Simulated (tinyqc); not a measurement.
# Fully depleted semiconductor-on-insulator film with two gates, non-linear Poisson equation by Newton steps: two studies

One dimension across the film, front interface at x = 0, back interface at x = ts. psi is counted from the intrinsic level, n = ni exp(psi/Vt) (source grounded), holes neglected, acceptors ionised. Gates act through Cox = eps0 eox/tox and Cbox = 3.9 eps0/tb with potentials G1 = Vg - (phiM - chi - Vt ln(Nc/ni)) and G2 = Vb - (phiB - chi - Vt ln(Nc/ni)). Classical Boltzmann densities, no interface charge, no depletion in the back plane.

Parameters, values chosen for the exercise; band and dielectric values close to those of silicon:
```
symbol    value   unit                                                                 meaning
T           400      K                                                             temperature
Eg         1.14     eV                                                                band gap
eps_r      11.9                                                          relative permittivity
Nc       4.3e19  cm^-3                                  conduction-band density of states at T
Nv      4.03e19  cm^-3                                     valence-band density of states at T
chi        4.02     eV                                                       electron affinity
eox        8.92         relative permittivity of the gate insulator (close to aluminium oxide)
tox         7.5     nm                                                     insulator thickness
ts          9.1     nm                                                          film thickness
tb           81     nm                                      buried-oxide thickness (eps_r 3.9)
Na       2.1e16  cm^-3                                            acceptor density of the film
phiM       4.49     eV                                         work function of the front gate
phiB       4.52     eV                                         work function of the back plane
Vb            0      V                                                       back-gate voltage
```

Constants: q = 1.602176634e-19 C, kB = 1.380649e-23 J/K, Vt = kB T/q, eps0 = 8.8541878128e-14 F/cm where lengths are in cm. Results are converted to the units shown.

Each table varies one quantity; the others keep the values above.

## Charge against front-gate voltage

ni = sqrt(Nc Nv) exp(-Eg/(2 Vt)), Eg in volts. The Poisson equation eps0 eps_r d2psi/dx2 = q (n + Na), with -eps0 eps_r dpsi/dx = Cox (G1 - psi) at x = 0 and eps0 eps_r dpsi/dx = Cbox (G2 - psi) at x = ts, is solved on 300 equal intervals with half boxes at both ends; N_inv is the trapezoid sum of n. Swing = ln 10/(d ln N_inv/dVg); the last column is (dN_inv/dVb)/(dN_inv/dVg).

Results:
columns A: Vg (V); B: psi front (V); C: psi back (V); D: N_inv (cm^-2); E: centroid/ts; F: swing (mV/decade); G: q dN_inv/dVg over Cox; H: back/front leverage
```
A           B        C        D      E       F        G       H
-0.1  9.99e-4  0.00221   2.60e6  0.503    84.0  1.08e-5  0.0579
0.05    0.145    0.141   1.59e8  0.490    84.0  6.62e-4  0.0575
0.2     0.288    0.279   9.27e9  0.477    88.0   0.0369  0.0569
0.5     0.467    0.414  7.70e11  0.370     395    0.683  0.0504
0.65    0.505    0.426  1.50e12  0.310     666    0.791  0.0474
0.8     0.532    0.432  2.31e12  0.266     957    0.847  0.0455
0.95    0.552    0.435  3.17e12  0.232  1.26e3    0.881  0.0444
1.1     0.568    0.437  4.05e12  0.206  1.57e3    0.903  0.0436
```

Estimate the missing row, Vg = 0.35 V.

Computed row:
columns A: Vg (V); B: psi front (V); C: psi back (V); D: N_inv (cm^-2); E: centroid/ts; F: swing (mV/decade); G: q dN_inv/dVg over Cox; H: back/front leverage
```
A         B      C        D      E    F      G       H
0.35  0.404  0.379  2.05e11  0.439  172  0.418  0.0545
```

With this row back in the table: N_inv passes 1e11 cm^-2 at Vg = 0.304 V. The swing starts at 84.0 mV a decade, against (1 + k) Vt ln 10 = 82.5 for a front channel with k = Cs Cbox/(Cox (Cs + Cbox)) = 0.0390, Cs = eps0 eps_r/ts; above threshold this column is no longer a subthreshold swing. The centroid falls from 0.503 to 0.206 of ts and the leverage of the back gate falls from 0.0579 to 0.0436. For Vg = 0.8, 0.95, 1.1 the density at an interface exceeds 0.3 Nc, where Boltzmann statistics fail. For Vg = 0.65, 0.8, 0.95, 1.1 the classical centroid lies within 3 nm of an interface, where confinement, left out, would push it away.

## Threshold and coupling against the insulator thickness

VT is the Vg for N_inv = 1e11 cm^-2; -dVT/dVb from the linearised equation. Limits with Cs = eps0 eps_r/ts: front channel Cs Cbox/(Cox (Cs + Cbox)), back channel Cbox (Cox + Cs)/(Cox Cs). Swing at N_inv = 1e8 cm^-2.

The same in every row: centroid/ts at VT = 0.456.

Result of one run:
```
tox (nm)  VT (V)  -dVT/dVb  front-channel limit  back-channel limit  swing (mV/decade)
5.3        0.295    0.0440               0.0276              0.0654               83.0
```

What becomes of these results when the insulator thickness tox is changed from 5.3 to 7.5 nm, all else the same?

Result of the changed run:
```
tox (nm)  VT (V)  -dVT/dVb  front-channel limit  back-channel limit  swing (mV/decade)
7.5        0.304    0.0556               0.0390              0.0773               84.0
```

The whole series:
```
tox (nm)  VT (V)  -dVT/dVb  front-channel limit  back-channel limit  swing (mV/decade)
3.8        0.289    0.0360               0.0198              0.0573               82.4
5.3        0.295    0.0440               0.0276              0.0654               83.0
7.5        0.304    0.0556               0.0390              0.0773               84.0
11         0.318    0.0742               0.0573              0.0962               85.5
15         0.334    0.0954               0.0781               0.118               87.2
21         0.357     0.127                0.109               0.150               89.7
30         0.393     0.175                0.156               0.199               93.5
```

As tox goes from 3.8 to 30, VT rises from 0.289 to 0.393 V, the centroid stays near 0.456 of ts and -dVT/dVb rises from 0.0360 to 0.175. The coupling covers 43.3 % of the way from the front-channel to the back-channel limit in the first row and 43.7 % in the last.

Computed by the program tinyqc: `OMP_NUM_THREADS=1 python tinyqc.py 2190012 2190013 out.jsonl`, one thread of a shared Intel Xeon 2.30GHz, about 0.3 s for the whole run.
